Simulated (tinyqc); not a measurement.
The coupled modes against doping: free-carrier optics of a doped semiconductor (Drude model with one polar phonon).

eps(E) = ei [1 - Ep^2/(E^2 + i E Gam)] + (es - ei) wT^2/(wT^2 - E^2 - i E gT), with Ep^2 = 8 pi c (e^2/(4 pi eps0)) N/(m ei), c = hbar^2/2m0, N in 1/angstrom^3 (1e-24 per 1/cm^3); Gam = hbar/tau, tau = mu m m0/e with m0/e = 5.685630e-12 kg/C and mu in m^2/(V s). Energies in meV.

Constants: hbar^2/2m0 = 3.80998211 eV angstrom^2; e^2/(4 pi eps0) = 14.39964547 eV angstrom.

Values chosen for the exercise (mass and dielectric values near those of InP; N and mu are free inputs; interband absorption and the rise of the mass with filling are left out; not measured data):
```
symbol  value   unit  meaning
m       0.0777  m0    conductivity mass
ei      9.34          high-frequency dielectric constant
wT      38.3    meV   TO phonon
es      12.16         static dielectric constant
```

L-, L+ solve E^4 - (wL^2 + Ep^2) E^2 + Ep^2 wT^2 = 0, wL = wT sqrt(es/ei); damping left out; energies in meV.

Modes:
```
N (1/cm^3)      Ep     L-      L+  Ep sqrt(ei/es)
3.0e+16       7.55   6.59   43.86            6.62
1.0e+17      13.78  11.93   44.24           12.08
3.0e+17      23.87  20.06   45.58           20.92
6.0e+17      33.76  26.77   48.30           29.59
1.0e+18      43.59  31.43   53.12           38.20
2.0e+18      61.64  35.35   66.78           54.03
4.0e+18      87.18  37.01   90.22           76.40
1.0e+19     137.84  37.83  139.57          120.80
3.0e+19     238.74  38.15  239.69          209.24
```

wL = 43.70 meV

At low density L- follows Ep sqrt(ei/es) (6.59 against 6.62), a plasmon screened by the lattice, and L+ starts at wL. At the highest density L- has come within 0.15 meV of wT, since the carriers screen the field that lifts wL, and L+ is within 0.95 meV of Ep. The branches are closest, 21.53 meV, at 6e+17 1/cm^3 of those listed. The mass is held fixed, while in a real band it rises with filling.

Run: tinyqc, `OMP_NUM_THREADS=1 python tinyqc.py 1681812 1681813 out.jsonl`; Intel(R) Xeon(R) Processor @ 2.30GHz, one thread, shared host; about 0.01 s of CPU time with all checks.
